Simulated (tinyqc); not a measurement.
Inside a calculation. Method: RKS/B3LYP (VWN-RPA form) in the sto-3g basis, for H2, spin multiplicity 1. Computed by tinyqc, a small Python program that keeps every step (integrals from PySCF). Settings: charge = 0, multiplicity = 1, basis = sto-3g, energy threshold = 1e-08, iteration cap = 57, orthogonalisation = canonical, start = highest core orbitals, DIIS depth = 0, method = RKS, functional = b3lyp, grid = [30, 86]. Command: `OMP_NUM_THREADS=1 python tinyqc.py 31090 31091 out.jsonl` (the two numbers bound the seeds that draw the settings). One thread of a shared host (Intel(R) Xeon(R) Processor @ 2.60GHz), about 0.2 s of CPU time with the checks. Later iterations appear only in the table of the cycle.

## One-electron integrals

Geometry (angstrom):
```
atom        x        y        z
H     0.00000  0.00000  0.00000
H     0.00000  0.00000  1.20100
```

Basis sto-3g: exponents (1/bohr^2) and contraction coefficients of normalised primitives:
```
element  l (shell)  exponent  coefficient
H            s (1)   3.42525      0.15433
H            s (1)   0.62391      0.53533
H            s (1)   0.16886      0.44463
```

Overlap, kinetic and nuclear-attraction integrals over the contracted functions; the nuclear repulsion is the sum of Za Zb / Rab.

nuclear repulsion = 0.4406138 hartree

overlap S:
```
         1H 1s    2H 1s
1H 1s  1.00000  0.38653
2H 1s  0.38653  1.00000
```

kinetic energy T (hartree):
```
         1H 1s    2H 1s
1H 1s  0.76003  0.05262
2H 1s  0.05262  0.76003
```

nuclear attraction V (hartree):
```
          1H 1s     2H 1s
1H 1s  -1.66111  -0.56464
2H 1s  -0.56464  -1.66111
```

core Hamiltonian H = T + V (hartree):
```
          1H 1s     2H 1s
1H 1s  -0.90108  -0.51203
2H 1s  -0.51203  -0.90108
```

## Two-electron integrals

Functions are numbered as in S; the eight-fold symmetry (ij|kl) = (ji|kl) = (kl|ij) leaves the list below.

Two-electron integrals (ij|kl) in chemists' order, unique and non-zero (hartree):
```
(11|11) 0.77461   (21|11) 0.22640   (21|21) 0.09099   (22|11) 0.41760
(22|21) 0.22640   (22|22) 0.77461
```

## Orthogonalisation

S = U s U^T; canonical form X = U s^(-1/2), so that X^T S X = 1. Each column of U has its largest component positive (the first on a tie).

eigenvalues of S: 0.61347  1.38653

X:
```
              1        2
1H 1s   0.90279  0.60051
2H 1s  -0.90279  0.60051
```

## Starting guess

The start is the highest orbitals of the core Hamiltonian (a deliberately bad start); D = 2 C_occ C_occ^T.

D at the start:
```
          1H 1s     2H 1s
1H 1s   1.63007  -1.63007
2H 1s  -1.63007   1.63007
```

## Iteration 1: exchange-correlation on the grid

Becke grid with 30 radial and 86 angular points per atom, points of zero weight dropped. rho = sum D_ij phi_i phi_j; V_xc,ij = sum w v_xc phi_i phi_j plus the gradient terms; v_xc is d(rho eps)/d rho at fixed gradient. Exact exchange is left to K.

The 8 grid points with the largest w rho, of 5142 (bohr, atomic units):
```
x                y         z        w      rho  |grad rho|^2    eps_xc      v_xc
0.00000    0.40301  -0.99861  0.03520  0.05889       0.01900  -0.29530  -0.33754
0.00000   -0.40301  -0.99861  0.03520  0.05889       0.01900  -0.29530  -0.33754
-0.40301   0.00000  -0.99861  0.03520  0.05889       0.01900  -0.29530  -0.33754
0.40301    0.00000  -0.99861  0.03520  0.05889       0.01900  -0.29530  -0.33754
0.40301    0.00000   3.26818  0.03520  0.05889       0.01900  -0.29530  -0.33754
-0.40301   0.00000   3.26818  0.03520  0.05889       0.01900  -0.29530  -0.33754
0.00000   -0.40301   3.26818  0.03520  0.05889       0.01900  -0.29530  -0.33754
0.00000    0.40301   3.26818  0.03520  0.05889       0.01900  -0.29530  -0.33754
```

electrons on the grid, sum of w rho = 1.99992

E_xc = sum of w rho eps_xc = -0.6345887 hartree

V_xc (hartree):
```
          1H 1s     2H 1s
1H 1s  -0.40481  -0.15667
2H 1s  -0.15667  -0.40481
```

## Iteration 1: building the Kohn-Sham matrix

J_ij = sum D_kl (ij|kl), K_ij = sum D_kl (ik|jl); F = H + J - 0.1 K + V_xc; E = tr D H + tr D J / 2 - 0.05 tr D K + E_xc + E_nn.

Coulomb J (hartree):
```
         1H 1s    2H 1s
1H 1s  1.20529  0.44145
2H 1s  0.44145  1.20529
```

exchange K (hartree):
```
          1H 1s     2H 1s
1H 1s   0.67289  -0.09094
2H 1s  -0.09094   0.67289
```

Kohn-Sham matrix F (hartree):
```
          1H 1s     2H 1s
1H 1s  -0.16788  -0.21814
2H 1s  -0.21814  -0.16788
```

total energy of this density = -0.3417348 hartree

## Iteration 1: diagonalisation and new density

Diagonalise F' = X^T F X, C = X C', fill 1 alpha and 1 beta electrons from the bottom; D = 2 C_occ C_occ^T. Each column has its largest component positive (the first on a tie).

F' = X^T F X (hartree):
```
         1         2
1  0.08193   0.00000
2  0.00000  -0.27841
```

orbital energies (hartree): MO1 -0.27841, MO2 0.08193

coefficients C:
```
           MO1       MO2
1H 1s  0.60051   0.90279
2H 1s  0.60051  -0.90279
```

D after iteration 1:
```
         1H 1s    2H 1s
1H 1s  0.72122  0.72122
2H 1s  0.72122  0.72122
```

## Iteration 2: exchange-correlation on the grid

As before.

The 8 grid points with the largest w rho, of 5142 (bohr, atomic units):
```
x                y        z        w      rho  |grad rho|^2    eps_xc      v_xc
0.00000    0.40301  1.27095  0.02408  0.09067       0.00602  -0.31103  -0.39593
0.00000   -0.40301  1.27095  0.02408  0.09067       0.00602  -0.31103  -0.39593
-0.40301   0.00000  1.27095  0.02408  0.09067       0.00602  -0.31103  -0.39593
0.40301    0.00000  1.27095  0.02408  0.09067       0.00602  -0.31103  -0.39593
0.40301    0.00000  0.99861  0.02408  0.09067       0.00602  -0.31103  -0.39593
0.00000    0.40301  0.99861  0.02408  0.09067       0.00602  -0.31103  -0.39593
-0.40301   0.00000  0.99861  0.02408  0.09067       0.00602  -0.31103  -0.39593
0.00000   -0.40301  0.99861  0.02408  0.09067       0.00602  -0.31103  -0.39593
```

electrons on the grid, sum of w rho = 1.99998

E_xc = sum of w rho eps_xc = -0.5453248 hartree

V_xc (hartree):
```
          1H 1s     2H 1s
1H 1s  -0.35563  -0.12619
2H 1s  -0.12619  -0.35563
```

## Iteration 2: building the Kohn-Sham matrix

As before.

Coulomb J (hartree):
```
         1H 1s    2H 1s
1H 1s  1.18641  0.45781
2H 1s  0.45781  1.18641
```

exchange K (hartree):
```
         1H 1s    2H 1s
1H 1s  0.95085  0.69337
2H 1s  0.69337  0.95085
```

Kohn-Sham matrix F (hartree):
```
          1H 1s     2H 1s
1H 1s  -0.16538  -0.24974
2H 1s  -0.24974  -0.16538
```

total energy of this density = -1.0757703 hartree

## Iteration 2: diagonalisation and new density

As before.

F' = X^T F X (hartree):
```
         1         2
1  0.13751   0.00000
2  0.00000  -0.29939
```

orbital energies (hartree): MO1 -0.29939, MO2 0.13751

coefficients C:
```
           MO1       MO2
1H 1s  0.60051   0.90279
2H 1s  0.60051  -0.90279
```

D after iteration 2:
```
         1H 1s    2H 1s
1H 1s  0.72122  0.72122
2H 1s  0.72122  0.72122
```

## Iteration 3 (converged): orbitals

converged F (hartree):
```
          1H 1s     2H 1s
1H 1s  -0.16538  -0.24974
2H 1s  -0.24974  -0.16538
```

As before.

F' = X^T F X (hartree):
```
         1         2
1  0.13751   0.00000
2  0.00000  -0.29939
```

orbital energies (hartree): MO1 -0.29939, MO2 0.13751

coefficients C:
```
           MO1       MO2
1H 1s  0.60051   0.90279
2H 1s  0.60051  -0.90279
```

D after iteration 3:
```
         1H 1s    2H 1s
1H 1s  0.72122  0.72122
2H 1s  0.72122  0.72122
```

## Convergence

Stop when the energy changes by less than 1e-08 hartree and every element of the error matrix X^T (F D S - S D F) X is below 3e-05.

Course of the cycle:
```
iteration  E (hartree)     change  largest element of the error matrix
1           -0.3417348          -                             1.60e-15
2           -1.0757703  -7.34e-01                             3.76e-15
3           -1.0757703    0.00000                             5.36e-15
```

PySCF RKS in the same basis, fine grid = -1.0757840 hartree

Converged in 3 iterations. The coarse grid moves the energy by +1.37e-05 hartree.

## Populations, bond orders and dipole

Mulliken: Z minus the diagonal of D S on the atom; Loewdin: the same with S^(1/2) D S^(1/2); Mayer order: 2 sum_s sum (D(s) S)_ij (D(s) S)_ji over the two atoms.

Charges (e):
```
atom  Mulliken  Loewdin
1H           0        0
2H           0        0
```

Mayer bond orders:
```
pair    order
2-1   1.00000
```

dipole moment about the origin, x y z (debye): 0.00000  0.00000  0.00000
